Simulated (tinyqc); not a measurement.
Three voltage laws: time-dependent dielectric breakdown: cell percolation, Weibull statistics, area scaling and voltage extrapolation. Computed by tinyqc, a small Python program. Command: `OMP_NUM_THREADS=1 python tinyqc.py 3003066 3003067 out.jsonl tddb walk`. One thread of a shared host (Intel(R) Xeon(R) Processor @ 2.30GHz), about 0.01 s of CPU time with the checks.

The oxide is divided into columns of area a^2, each holding m = t_ox/a cells (m is taken as continuous). A share lambda(t) = (t/t_1)^alpha of the cells is defective, and a column whose cells are all defective breaks down.

Inputs (values chosen for the exercise, for a model gate oxide):
```
quantity                                                   value  unit
oxide thickness t_ox                                           3    nm
defect cell size a                                           1.3    nm
exponent alpha of defect growth                              0.9     -
time t_1 at which the occupied share would reach 1       1.2e+07     s
test area A                                                  300  um^2
product area A_u                                           4e+06  um^2
stress voltage V                                            3.83     V
use voltage V_u                                                2     V
local exponent n = -d ln t/d ln V at the stress voltage       33     -
activation energy E_a                                       0.68    eV
stress temperature T                                         125     C
use temperature T_u                                          100     C
allowed failure fraction F                                 0.001     -
```

Voltage law used: power.

Constants: k_B = 8.617333262e-05 eV/K.

Method:
- Failure fraction F = 1 - (1 - lambda^m)^N with N = A/a^2 columns, which for small lambda^m is 1 - exp(-(t/t63)^beta) with beta = alpha m and t63 = t_1 N^(-1/beta); critical share lambda(t63) = N^(-1/m). 1 um^2 = 1e6 nm^2.
- All three voltage laws share the slope n at the stress voltage. Factor t(V_u)/t(V): E law exp(n (1 - V_u/V)); 1/E law exp(n (V/V_u - 1)); power law (V/V_u)^n.
- Temperatures in kelvin are T(C) + 273.15.
- Temperature factor exp[(E_a/k_B)(1/T_u - 1/T)]; area factor (A/A_u)^(1/beta); percentile factor (-ln(1 - F))^(1/beta); life = t63 x all four; 1 year = 3.15576e7 s.
- Life = t63 x voltage, temperature, area and percentile factors, the last three as above.

projected life = 116.425 years

voltage factor = 2.04913e+09

Log10 of the life in years:
```
V_u/V  V_u (V)    E law  1/E law  power law
1.00    3.8300  -7.2455   -7.246    -7.2455
0.95    3.6385  -6.5289   -6.491    -6.5104
0.90    3.4470  -5.8124   -5.653    -5.7355
0.80    3.0640  -4.3792   -3.663    -4.0475
0.70    2.6810  -2.9460   -1.103    -2.1338
0.60    2.2980  -1.5128    2.309     0.0755
0.50    1.9150  -0.0797    7.086     2.6885
0.40    1.5320   1.3535   14.252     5.8865
```

What follows from these numbers?

At V_u/V = 0.9 the laws differ by 0.16 decades at most, and at 0.5 by 7.2. The E law is the most cautious and the 1/E law the most hopeful. Ten years are reached at V_u/V = 0.425 (E), 0.635 (1/E), 0.563 (power). Caution: t_1 is an input here; in a real oxide it changes with thickness at fixed voltage. Caution: a voltage factor of more than nine decades rests wholly on the chosen law and cannot be tested. Caution: the rows at low voltage extrapolate over many decades and cannot be tested.
